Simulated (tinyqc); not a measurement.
Schottky barrier with interface states (Cowley-Sze model), image lowering and contact resistance: one step, computed by the program tinyqc. Command: `OMP_NUM_THREADS=1 python tinyqc.py 3024155 3024156 out.jsonl pinning walk`. One thread of a shared host (Intel(R) Xeon(R) Processor @ 2.30GHz), about 0.01 s of CPU time with the checks.

An n-type semiconductor under a metal. The barrier lies between the Schottky-Mott limit phi_M - chi and the Bardeen limit E_g - E_n, E_n being the neutrality level of the interface states; the space-charge term of the full Cowley-Sze expression is left out.

Question. Depletion layer and image lowering under reverse bias. N_c = 2 M_c (2 pi m_e k_B T/h^2)^(3/2); xi = E_c - E_F solves N = N_c F_1/2(-xi/k_B T) (bisection; full ionisation). F_1/2(eta) = (2/sqrt(pi)) int_0^infinity sqrt(x)/(1 + exp(x - eta)) dx, by the trapezoid rule in t = sqrt(x) with step 0.02 up to t = 12 (for eta < -12 by exp(eta) - exp(2 eta)/2^(3/2)). V_bi = phi_B - xi; W = sqrt(2 eps_s eps_0 (V_bi + V_r - k_B T/e)/(e N)); field at the metal E_m = e N W/(eps_s eps_0); image lowering sqrt(e E_m/(4 pi eps_s eps_0)).

Inputs (values chosen for the exercise, with gap, mass and screening modelled on beta-Ga2O3):
```
quantity,value,unit
dielectric constant eps_s,10.6,-
electron mass m_e,0.284,m_0
valleys M_c,1,-
donor density N,3.8e+16,cm^-3
temperature T,300,K
reverse bias V_r,0.47,V
```

Pinning factor from: interface states.

barrier phi_B = 3.244654 eV

Constants: k_B = 8.617333262e-05 eV/K; m_0 = 9.1093837015e-31 kg; k_B = 1.380649e-23 J/K; h = 6.62607015e-34 J s; eps_0 = 8.8541878128e-12 F/m; e = 1.602176634e-19 C.

Give: N_c; xi; built-in voltage V_bi; depletion width W; field E_m; image lowering.

Answer.

N_c = 3.798e+18 cm^-3

xi = 0.1189 eV

built-in voltage V_bi = 3.126 V

depletion width W = 331.8 nm

field E_m = 2.152e+05 V/cm

image lowering = 0.05407 eV
